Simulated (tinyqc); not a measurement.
# Thin-film transistor with exponential tail and deep states, accumulation layer, step by step

Numbers from tinyqc (`OMP_NUM_THREADS=1 python tinyqc.py 2610062 2610063 out.jsonl`; about 0.02 s on one thread of a shared Intel Xeon 2.30GHz). Printed values are rounded.

An undoped film in accumulation, thicker than the space-charge layer. With band bending psi the Fermi level lies E0 - psi below the band edge. Free electrons n = n0 exp(psi/Vt) carry the current; electrons in two exponential distributions of traps, a = a0 exp(psi/Va) and d = d0 exp(psi/Vp), do not. Linear regime, ohmic contacts, traps in equilibrium.

Inputs (values chosen for the exercise); values close to those of an organic semiconductor:
- T = 250 K (temperature)
- eps_r = 3.2 (relative permittivity of the semiconductor)
- Nc = 1.1e20 cm^-3 (density of extended states)
- mb = 2.5 cm^2/(V s) (band mobility)
- Nt = 1e20 cm^-3 (total density of tail states)
- Tt = 520 K (characteristic temperature of the tail)
- Nd = 3.8e17 cm^-3 (total density of deep states)
- Td = 1230 K (characteristic temperature of the deep states)
- E0 = 0.51 eV (bulk Fermi level below the band edge)
- Ci = 17 nF/cm^2 (gate capacitance)
- WL = 2 (ratio W/L)
- Vd = 0.05 V (drain voltage)
- Vg = 12 V (gate voltage above flat band)

Constants: q = 1.602176634e-19 C, kB = 1.380649e-23 J/K, Vt = kB T/q, eps0 = 8.8541878128e-14 F/cm where lengths are in cm. Results are converted to the units shown.

## Bulk densities

Va = kB Tt/q, Vp = kB Td/q; n0 = Nc exp(-E0/Vt), a0 = Nt th(T/Tt) exp(-E0/Va), d0 = Nd th(T/Td) exp(-E0/Vp), th(x) = pi x/sin(pi x).

Va = 0.0448101 V
Vp = 0.105993 V
th(T/Tt) = 1.51314
n0 = 5.75765e9 cm^-3
a0 = 1.72592e15 cm^-3
d0 = 3.31164e15 cm^-3

## Iteration 1: surface potential by Newton steps

psi at the start = 0.56 V

Va = kB Tt/q, Vp = kB Td/q. G(psi) = sum over the three kinds of c0 [V (exp(psi/V) - 1) - psi], field F = sqrt(2 q G/(eps0 eps_r)); Vg = psi + eps0 eps_r F/Ci at the surface. f = psi + eps0 eps_r F/Ci - Vg, f' = 1 + q rho/(Ci F) with rho = sum c0 (exp(psi/V) - 1); psi(new) = psi - f/f'.

F = 7125.65 kV/cm
f = 107.321 V
f' = 2094.46
psi after iteration 1 = 0.508760 V

## Iteration 2: surface potential by Newton steps

As before.

F = 3167.63 kV/cm
f = 41.3027 V
f' = 749.059
psi after iteration 2 = 0.453620 V

## Course of the iteration: surface potential by Newton steps

Stop when psi changes by less than 1e-10 V, or after 30 iterations. psi must stay between 0 and 5 V.

Course of the iteration:
```
iteration,psi (V),|change| (V)
1,0.508760,0.0512
2,0.453620,0.0551
3,0.407989,0.0456
4,0.387483,0.0205
5,0.384513,2.97e-3
6,0.384460,5.28e-5
7,0.384460,1.63e-8
8,0.384460,< 1e-14
```

Converged in 8 iterations. At the end the number of correct digits about doubles with each step.

## Free and total charge, current

psi_s = 0.384460 V

Va = kB Tt/q, Vp = kB Td/q. G(psi) = sum over the three kinds of c0 [V (exp(psi/V) - 1) - psi], field F = sqrt(2 q G/(eps0 eps_r)); Vg = psi + eps0 eps_r F/Ci at the surface. Total charge Q = Ci (Vg - psi_s); free charge Qf = q times the integral of n0 (exp(psi/Vt) - 1)/F over psi from 0 to psi_s; I = (W/L) mb Qf Vd; effective mobility mb Qf/Q.

surface densities (cm^-3): free 3.24053e17, tail 9.18671e18, deep 1.24544e17
Q = 197.464 nC/cm^2
Qf = 2.10858 nC/cm^2
effective mobility = 0.0266958 cm^2/(V s)
I = 0.527146 nA

1.07 % of the induced charge is free, against 3.36 % of the electrons right at the surface.
